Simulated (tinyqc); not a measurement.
What moves the results: metal-induced gap states at the contact of a metal chain and a two-band chain. A value that a table varies takes the place of the one given here.

The semiconductor alternates sites A at -Eg/2 and C at +Eg/2 with hopping -t; the gap runs from -Eg/2 to Eg/2. In the gap cosh(q a) = 1 + (Eg^2/4 - E^2)/(2 t^2) and the amplitude changes by -exp(-q a) a period. The metal has site energy 0 and hopping -tm; its end site has g_m = (E - i sqrt(4 tm^2 - E^2))/(2 tm^2). Sites 1, 2, ... count into the semiconductor, with energies e1, e2 alternating. The clean half chain has g1 = 1/(E - e1 - t^2 g2), g2 = 1/(E - e2 - t^2 g1), decaying root. With the contact G11 = 1/(1/g1 - tc^2 g_m), and the density on site j is -Im G_jj/pi = |psi_j/psi_1|^2 (-Im G11/pi), per spin, with psi_2/psi_1 = -t g2, psi_3/psi_2 = -t g1.

Constants: e^2/(4 pi eps0) = 14.39964547 eV angstrom.

Inputs chosen for the exercise (gap and optical dielectric constant near those of Ge; the chain itself is a model; not measured data): Eg = 0.64 eV (gap); t = 1.92 eV (hopping in the semiconductor); tm = 2.43 eV (hopping in the metal); tc = 2.27 eV (hopping across the contact); end = C (site that touches the metal); a = 4 angstrom (period (two sites); one chain for each area a^2); eps = 16.5 (dielectric constant); E = -0.16 eV (energy from mid-gap).

## Across the gap

E = f Eg. Share on C: the part of the summed density that lies on C sites, whose orbitals make the conduction edge.

Gap states:
```
f      E (eV)  xi = 1/(2q) (angstrom)  D1 (1/eV)  D2 (1/eV)  sum (1/eV)  share on C
-0.48  -0.307                   42.86     0.0035     0.1657      1.8999       0.021
-0.40  -0.256                   20.01     0.0169     0.1379      0.8544       0.109
-0.30  -0.192                   15.01     0.0327     0.1143      0.6283       0.222
-0.15  -0.096                   12.59     0.0549     0.0870      0.5217       0.387
0.00    0.000                   12.01     0.0763     0.0646      0.4973       0.542
0.15    0.096                   12.59     0.0971     0.0446      0.5206       0.685
0.30    0.192                   15.01     0.1179     0.0258      0.6142       0.820
0.40    0.256                   20.01     0.1322     0.0133      0.8028       0.909
0.48    0.307                   42.86     0.1448     0.0028      1.6573       0.981
```

The decay length xi of the density is shortest at mid-gap, 12.01 angstrom, and grows to 42.9 near the edges. The summed density is least at f = 0 (0.4973) and largest at f = -0.48 (1.8999 1/eV). The share on C goes from 0.02 to 0.98 and passes one half near f = -0.040, a point that depends on which site ends the chain. The states turn from valence-like to conduction-like across the gap; the branch point, where the decay is fastest, lies at mid-gap in this symmetric chain and is the usual estimate of the neutrality level.

## Wider gaps pin less

E = 0; Eg is varied and eps follows 1 + (eps0 - 1)(Eg0/Eg), with the given Eg and eps as Eg0 and eps0. xi = 1/(2q), N = 2 (summed density)/a^2, S = 1/(1 + 4 pi e^2 N xi/eps).

Against the gap:
```
Eg (eV)    eps  xi (angstrom)  summed density (1/eV)      S  S at fixed eps
0.50     20.84          15.37                 0.6362  0.086           0.069
0.75     14.23          10.26                 0.4244  0.126           0.144
1.10     10.02           7.01                 0.2891  0.179           0.265
1.50      7.61           5.15                 0.2113  0.236           0.401
2.30      5.31           3.39                 0.1358  0.338           0.613
3.40      3.92           2.33                 0.0887  0.456           0.779
5.50      2.80           1.50                 0.0497  0.624           0.907
9.00      2.10           1.00                 0.0247  0.790           0.967
```

From Eg = 0.5 to 9 eV xi falls by a factor 15.3 and the summed density by 25.8, so at fixed eps S rises from 0.07 to 0.97. The weaker screening of wide-gap solids works against this: with it S goes from 0.09 to 0.79.

## Weakening the contact bond

At the given E, tc is varied, as by a thin spacer. xi = 1/(2q), N = 2 (summed density)/a^2, S = 1/(1 + 4 pi e^2 N xi/eps) with xi and eps kept.

Against tc:
```
tc (eV)  D1 (1/eV)  summed density (1/eV)       S
0.10       0.00010                0.00147  0.9728
0.25       0.00064                0.00920  0.8511
0.50       0.00256                0.03682  0.5882
0.80       0.00656                0.09411  0.3585
1.20       0.01452                0.20841  0.2015
1.80       0.02979                0.42769  0.1095
2.50       0.04356                0.62536  0.0776
3.50       0.04334                0.62226  0.0779
```

For a weak bond the density goes as tc^2 (ratio 6.25 between 0.25 and 0.1 eV, against 6.25). It is largest at tc = 2.5 eV among these rows and falls beyond, as the first site pairs off with the metal. S is 0.973 at 0.1 eV and has its least value, 0.078, in that row.

## What each parameter does

xi = 1/(2q), summed density, and S = 1/(1 + 4 pi e^2 N xi/eps), N = 2 (summed density)/a^2. Each row changes one parameter from the base and keeps the others.

Results:
```
case           xi (angstrom)  summed density (1/eV)       S
base                  13.868                0.57745  0.0835
Eg = 0.704 eV         12.261                0.50748  0.1049
t = 2.112 eV          15.253                0.55290  0.0796
tm = 2.673 eV         13.868                0.54765  0.0876
tc = 2.497 eV         13.868                0.62486  0.0776
eps = 18.15           13.868                0.57745  0.0911
end = A               13.868                0.57040  0.0844
```

The largest shifts from the base row, up to three for each result and ties (the steps differ in size, so this ranks the rows, not the parameters). xi (angstrom): Eg -1.607, t +1.385; unchanged at the printed digits by tm, tc, eps and end. summed density (1/eV): Eg -0.06997, tc +0.04742, tm -0.02979; unchanged at the printed digits by eps. S: Eg +0.0214, eps +0.0076, tc -0.0058. The decay length belongs to the semiconductor alone; the metal and the contact set only the amplitude.

Run: tinyqc, `OMP_NUM_THREADS=1 python tinyqc.py 1452461 1452462 out.jsonl`; Intel(R) Xeon(R) Processor @ 2.30GHz, one thread, shared host; about 0.01 s of CPU time with all checks.
